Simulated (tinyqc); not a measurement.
From results back to parameters: round or elliptic silicon nanowire with anisotropic valleys (Ritz method).

Problem. For a circular wire every level scales as 1/R^2. The lowest level of group A was computed from a hidden radius.

Wire along x = [110] on a (001) wafer, y = [-110], z = [001]. Valley groups (w = inverse masses): A, two valleys along z: w_y = 1/mt, w_z = 1/ml, m_x = mt; B, four valleys in the wafer plane: w_y = (1/ml + 1/mt)/2, w_z = 1/mt, m_x = (ml + mt)/2.

Hard wall on the ellipse (y/a)^2 + (z/b)^2 = 1, c = hbar^2/2m0. With u = y/a, v = z/b the operator is -c [(w_y/a^2) d2/du2 + (w_z/b^2) d2/dv2] on the unit disc. Basis (1 - u^2 - v^2) u^i v^j; S, X and Y are the disc integrals of f f', (df/du)(df'/du) and (df/dv)(df'/dv), from the integral of u^p v^q = 2 Gamma((p+1)/2) Gamma((q+1)/2)/((p + q + 2) Gamma((p+q+2)/2)) for even p, q; H = c (w_y X/a^2 + w_z Y/b^2).

Converged values use 21 functions of each parity class (e or o in u, then in v).

Constants: hbar^2/2m0 = 3.80998211 eV angstrom^2.

Values chosen for the exercise (out of a larger set: near those of a Si nanowire; not measured data): ml = 0.91 m0 (longitudinal mass); mt = 0.19 m0 (transverse mass).

level = 0.035593 eV

Find: E R^2/c; R.

Solution. Solve once for R = 1 and scale. The mean inverse mass would give 2.404826^2 (1/mt + 1/ml)/2 = 18.396, 1.7 % too high.

E R^2/c = 18.086
R = 44.0 angstrom

Computed by tinyqc, a small Python program: `OMP_NUM_THREADS=1 python tinyqc.py 1280977 1280978 out.jsonl` (the numbers bound the seed that draws the inputs); one thread of a shared host (Intel(R) Xeon(R) Processor @ 2.30GHz), about 0.04 s for the whole set of steps.
